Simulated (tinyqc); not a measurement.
Inside a calculation. Model: two-valley model of the transferred-electron effect. Computed by tinyqc, a small Python program that keeps every step. Command: `OMP_NUM_THREADS=1 python tinyqc.py 3007876 3007877 out.jsonl gunn walk`. One thread of a shared host (Intel(R) Xeon(R) Processor @ 2.30GHz), about 0.01 s of CPU time with the checks. Intermediate numbers are printed to about 7 digits and carried at full precision; extremes and crossings named in words are read from the listed rows.

Both kinds of valley share one electron temperature T_e, and each has a constant mobility.

Inputs (values chosen for the exercise, for a model semiconductor):

| quantity | value | unit |
|---|---|---|
| central-valley mass m1 | 0.18 | m_0 |
| satellite-valley mass m2 | 0.27 | m_0 |
| satellite valleys Z | 6 | - |
| valley separation dE | 0.25 | eV |
| central-valley mobility mu1 | 14000 | cm^2/(V s) |
| satellite-valley mobility mu2 | 64 | cm^2/(V s) |
| energy relaxation time tau_E | 0.33 | ps |
| lattice temperature T | 150 | K |
| electric field F | 4 | kV/cm |
| iteration cap | 600 | - |
| doping n | 7.1e+15 | 1/cm^3 |
| device length L | 16 | micrometre |
| permittivity eps | 9.51 | - |

Solver: bisection.

Constants: k_B = 8.617333262e-05 eV/K; eps_0 = 8.8541878128e-12 F/m; e = 1.602176634e-19 C.

## Equilibrium

Density-of-states ratio R = Z (m2/m1)^(3/2); n2/n1 = R exp(-dE/(k_B T_e)); mean mobility mu = (mu1 + mu2 n2/n1)/(1 + n2/n1); energy balance e mu F^2 = (3/2) k_B (T_e - T)/tau_E; v = mu F.

R = 11.02270

n2/n1 without field = 4.391954e-08

low-field mobility = 14000.00 cm^2/(V s)

dE is 19.3 k_B T, so the satellites are empty without field.

## Electron temperature

Bisection on h(T_e) = T_out(T_e) - T_e between T and T_out(T), with T_out = T + (2/3) e mu(T_e) F^2 tau_E/k_B; stop when the bracket is below 1e-6 K.

Course of the iteration:

| iteration | T_e (K) | mu (cm^2/(V s)) | bracket (K) |
|---|---|---|---|
| 1 | 435.9353 | 13804.97 | 2.859353e+02 |
| 2 | 578.9030 | 13046.72 | 1.429677e+02 |
| 3 | 650.3868 | 12425.52 | 7.148383e+01 |
| 4 | 686.1287 | 12070.69 | 3.574191e+01 |
| 5 | 668.2578 | 12251.08 | 1.787096e+01 |
| 6 | 659.3223 | 12339.10 | 8.935479e+00 |
| 7 | 654.8545 | 12382.52 | 4.467739e+00 |
| ... | ... | ... | ... |
| 24 | 655.5320 | 12375.96 | 3.408615e-05 |
| 25 | 655.5320 | 12375.96 | 1.704307e-05 |
| 26 | 655.5320 | 12375.96 | 8.521536e-06 |
| 27 | 655.5320 | 12375.96 | 4.260768e-06 |
| 28 | 655.5320 | 12375.96 | 2.130384e-06 |
| 29 | 655.5320 | 12375.96 | 1.065192e-06 |
| 30 | 655.5320 | 12375.96 | 5.325960e-07 |

electron temperature T_e = 655.5320 K

Converged in 30 iterations.

## Velocity

The formulas are those given above.

share in the satellites = 11.65356 %

mean mobility = 12375.96 cm^2/(V s)

drift velocity = 4.950384 1e7 cm/s

## Peak, valley and negative differential mobility

Using T_e as the parameter, F(T_e) = sqrt(3 k_B (T_e - T)/(2 e mu tau_E)) and v = mu F; find the first maximum and the next minimum of v, and the most negative dv/dF between them.

threshold field = 6.933351 kV/cm

peak velocity = 5.406583 1e7 cm/s

T_e at the threshold = 1107.009 K

field of the velocity minimum = 12.12222 kV/cm

valley velocity = 5.344585 1e7 cm/s

peak-to-valley ratio = 1.011600

most negative differential mobility = -188.9644 cm^2/(V s)

At the threshold k_B T_e is dE/2.6. The field of this run lies below the threshold.

## Does a domain form?

Space charge grows at the rate n e |mu_d|/(eps eps_0) during the transit time L/v, with v the valley velocity; Kroemer's criterion asks n L > eps eps_0 v/(e |mu_d|). Transit frequency v/L.

critical n L = 1.486459e+12 1/cm^2

n L of the device = 1.136000e+13 1/cm^2

transit frequency = 33.40365 GHz

n L is 7.64 times the critical product: a domain can mature if the bias field lies in the region of negative slope.

## Velocity against field

The formulas are those given above.

The curve:

| F (kV/cm) | T_e (K) | share in the satellites (%) | v (1e7 cm/s) | low-field line (1e7 cm/s) |
|---|---|---|---|---|
| 0.4 | 155.719 | 8.935746e-06 | 0.560000 | 0.56000 |
| 1.0 | 185.742 | 1.815421e-04 | 1.399997 | 1.40000 |
| 2.0 | 292.889 | 5.498871e-02 | 2.798467 | 2.80000 |
| 2.8 | 426.824 | 1.216367e+00 | 3.872536 | 3.92000 |
| 4.0 | 655.532 | 1.165356e+01 | 4.950384 | 5.60000 |
| 5.6 | 916.591 | 3.175243e+01 | 5.361989 | 7.84000 |
| 8.0 | 1251.944 | 5.206524e+01 | 5.395350 | 11.20000 |
| 12.0 | 1787.379 | 6.849982e+01 | 5.344638 | 16.80000 |
| 20.0 | 2975.000 | 8.060878e+01 | 5.532719 | 28.00000 |
| 40.0 | 7211.198 | 8.805499e+01 | 6.914625 | 56.00000 |

v falls between 8.0 and 12 kV/cm, while the share in the slow valleys goes from 52 to 68 %: transfer outruns the rise of the field. With constant mobilities n2/n1 tends to R and v ends on the line (mu1 + R mu2) F/(1 + R), a mobility of 1220; real satellites saturate instead. Rows with T_e above 3000 K lie outside the range of a Maxwellian in parabolic valleys.

Checks made by the program: field recovered from T_e by the energy balance (relative difference 4e-10).
